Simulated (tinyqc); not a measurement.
# Floating body of a partially depleted SOI transistor: body voltage and kink, step by step

Program tinyqc, `OMP_NUM_THREADS=1 python tinyqc.py 2182203 2182204 out.jsonl`; Intel Xeon 2.30GHz, shared host, one thread, about 0.2 s. Printed values are rounded.

Source at 0 V. Channel current Ic = 2 nf K Vt^2 [F(0) - F(Vd)](1 + la Vd), F(V) = ln^2(1 + exp((Vg - VT - nf V)/(2 nf Vt))), VT = VT0 - gb Vb. Saturation voltage Vs = 2 Vt sqrt(F(0)) + 3 Vt, excess Ve = (Vd - Vs + sqrt((Vd - Vs)^2 + 0.0004 V^2))/2, multiplication M1 = Ai Ve exp(-Bl/Ve). Each junction passes D(v) = J1 (exp(v/Vt) - 1) + J2 (exp(v/(2 Vt)) - 1). Bipolar current Ib = bb J1 (exp(Vb/Vt) - 1). The body settles where M1 (Ic + Ib) = D(Vb) + D(Vb - Vd) + Vb/Rb; drain current Id = (1 + M1)(Ic + Ib) - D(Vb - Vd).

Values chosen for this exercise; values of the order met in partially depleted silicon-on-insulator transistors:

| symbol | value | unit | meaning |
|---|---|---|---|
| T | 300 | K | temperature |
| VT0 | 0.36 | V | threshold at zero body voltage |
| gb | 0.2 |  | fall of the threshold per volt of body voltage |
| nf | 1.37 |  | slope factor |
| K | 200 | uA/(V^2 um) | gain factor per width |
| la | 0.08 | 1/V | channel-length modulation factor |
| Ai | 1.02 | 1/V | impact-ionisation prefactor |
| Bl | 7 | V | impact-ionisation voltage |
| J1 | 2e-12 | uA/um | diffusion saturation current of each junction |
| J2 | 6.4e-8 | uA/um | recombination saturation current of each junction |
| bb | 0 |  | gain of the lateral bipolar transistor on the diffusion current |
| Rb | 20000 | kohm um | resistance of a weak body tie to the source (1e9 stands for no tie, and the term is then dropped) |
| Vg | 0.87 | V | gate voltage |
| Vd | 2.3 | V | drain voltage |

Constants: q = 1.602176634e-19 C, kB = 1.380649e-23 J/K, Vt = kB T/q. Results are converted to the units shown.

Range of the model: The multiplication law is an empirical form chosen for the exercise; self-heating and capacitive coupling to the body are left out, and the linear laws are rough once Vb passes about 0.7 V or M1 about 0.1.

## Starting value

Vb = 0.8 V.

Vb at the start = 0.8 V

## Iteration 1: new Vb

Current into the body I_in = M1 (Ic + Ib) - D(Vb - Vd), current out I_out = D(Vb) + Vb/Rb; f = ln(I_in/I_out), s = df/dVb by central differences over 1e-5 V, Vb(new) = Vb - f/s.

Ic = 38.7961 uA/um
Ve = 1.73345 V
M1 = 0.0311705
I_in = 1.20929 uA/um
I_out = 55.3852 uA/um
f = -3.82428
s = -38.3648 1/V
Vb after iteration 1 = 0.700318 V

## Iteration 2: new Vb

As before.

Ic = 36.5218 uA/um
Ve = 1.74800 V
M1 = 0.0325066
I_in = 1.18720 uA/um
I_out = 1.24757 uA/um
f = -0.0495992
s = -36.6819 1/V
Vb after iteration 2 = 0.698966 V

## Iteration 3: new Vb

As before.

Ic = 36.4915 uA/um
Ve = 1.74819 V
M1 = 0.0325250
I_in = 1.18689 uA/um
I_out = 1.18694 uA/um
f = -4.68009e-5
s = -36.6123 1/V
Vb after iteration 3 = 0.698965 V

## Course of the iteration

Stop when the step is below 1e-10 V, or after 40 iterations.

Course of the iteration:
```
iteration  Vb before the step (V)   step (V)
1                             0.8    -0.0997
2                        0.700318   -1.35e-3
3                        0.698966   -1.28e-6
4                        0.698965  -1.17e-12
```

Converged in 4 iterations.

## Drain current with floating and with grounded body

converged Vb = 0.698965 V

Id and VT at the converged Vb, Id at Vb = 0, their ratio, and the bipolar share Ib/(Ic + Ib).

VT = 0.220207 V
Id, floating = 37.6783 uA/um
Id, grounded = 23.4485 uA/um
ratio = 1.60685
bipolar share = 0.00000 %

The body rises to 0.699 V and lowers the threshold by 140 mV.
